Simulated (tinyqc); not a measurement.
From results to parameters: Luttinger model of the valence bands. Computed by the program tinyqc.

Problem. In the four-band Luttinger model 1/m = g1 -/+ 2 g2 along [100] and g1 -/+ 2 g3 along [111]. Find g1, g2, g3 and the light hole mass along [111].

heavy and light hole masses along [100] (electron masses): 0.073910  0.053505
heavy hole mass along [111] = 0.265252 electron masses

Solution. The mean of the two inverse masses along [100] is g1 and a quarter of their difference is g2; g3 = (g1 - 1/m_hh[111])/2.

g1, g2, g3: 16.1100  1.2900  6.1700
light hole mass along [111] = 0.035 electron masses
